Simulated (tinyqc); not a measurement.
What moves the results: localisation in a chain with random site energies (transfer matrices). A value that a table varies takes the place of the one given here.

Hopping -t; leads with site energy 0, E = -2t cos(ka). psi_(j+1) = ((e_j - E)/t) psi_j - psi_(j-1), a product of matrices M_j = [[(e_j - E)/t, -1], [1, 0]]. For M = M_N ... M_1 the transmission is T = 4 sin^2(ka)/|M21 - M12 + M22 exp(ika) - M11 exp(-ika)|^2. Long samples draw e_j = W (x_j/2147483647 - 1/2) from x_j = 16807 x_(j-1) mod 2147483647, starting at x0. The localisation length xi, in sites, is defined by ln T = -2N/xi on average; weak disorder gives xi = 24 (4t^2 - E^2)/W^2, and the mean free path for backscattering is xi/2.

Numerical xi = N/ln sqrt(psi_(N+1)^2 + psi_N^2) for N = 20000 sites from psi_1 = 1, psi_0 = 0; its statistical error is about xi sqrt(xi/N).

Parameters, chosen for this exercise: t = 0.86 eV (hopping); E = -1.07 eV (energy); x0 = 8280 (start of the number sequence); W = 1.22 eV (full width of the disorder).

## Localisation length against disorder

The same number sequence scaled by W.

xi (sites):
```
W/t   W (eV)  numerical  error  weak disorder  strong: 1/(ln(W/2t) - 1)
1.0    0.860     54.679  2.859         58.848                         -
1.5    1.290     24.910  0.879         26.155                         -
2.0    1.720     13.636  0.356         14.712                         -
3.0    2.580      6.600  0.120          6.539                         -
4.0    3.440      4.246  0.062          3.678                         -
6.0    5.160      2.468  0.027          1.635                         -
10.0   8.600      1.364  0.011          0.588                     1.641
16.0  13.760      0.885  0.006          0.230                     0.926
```

At W = t the numerical value is 54.7 +/- 2.9 against 58.8, and at 2t 13.64 +/- 0.36 against 14.71. The weak-disorder formula is within 15 % for W/t = 1, 1.5, 2, 3 and 4; at W = 16t it gives 0.23 and the strong-disorder form 0.93, against 0.89. All states of the chain are localised; disorder only sets the length.

## From ballistic to localised

200 samples of each length, cut one after another from the start of the sequence. Typical T = exp(mean ln T). Ohmic: 1/(1 + 2N/xi); localised: exp(-2N/xi), both with the weak-disorder xi.

Transmission:
```
N   mean T  typical T  spread of ln T  ohmic  localised
2    0.894      0.890           0.096  0.880      0.872
5    0.747      0.725           0.253  0.745      0.710
10   0.559      0.482           0.610  0.594      0.505
20   0.376      0.248           1.091  0.422      0.255
40   0.186     0.0625           1.841  0.268     0.0648
80  0.0498    0.00340           2.790  0.155    0.00420
```

With xi = 29.2 sites, mean and typical T are 0.747 and 0.725 at N = 5, and 0.0498 and 0.00340 at N = 80, where ln T scatters by 2.8. The slope of ln(typical T) between 40 and 80 sites gives xi = 27.5, uncertain by about 8 % from the scatter of 200 samples. At N = 80 the ohmic law gives 45.5 times the typical value: a single channel has no ohmic range beyond a mean free path, and the mean is carried by rare resonant samples.

## What each parameter does

Numerical and weak-disorder xi. Each row changes one parameter from the base and keeps the others.

Results:
```
case          numerical xi (sites)  weak-disorder xi (sites)
base                         28.22                     29.24
t = 0.989 eV                 43.16                     44.63
E = -0.75 eV                 41.15                     38.63
W = 1.464 eV                 18.97                     20.31
x0 = 8281                    27.79                     29.24
```

The largest shifts from the base row, up to three for each result and ties (the steps differ in size, so this ranks the rows, not the parameters). numerical xi (sites): t +14.94, E +12.93, W -9.25. weak-disorder xi (sites): t +15.38, E +9.39, W -8.94; unchanged at the printed digits by x0. A new x0 is another sample of the same disorder; its shift is one draw of the statistical scatter, about xi sqrt(xi/N); the other rows share one sample, so their errors are correlated.

Program tinyqc; command `OMP_NUM_THREADS=1 python tinyqc.py 1452005 1452006 out.jsonl`; about 0.04 s on one thread of a shared Intel(R) Xeon(R) Processor @ 2.30GHz.
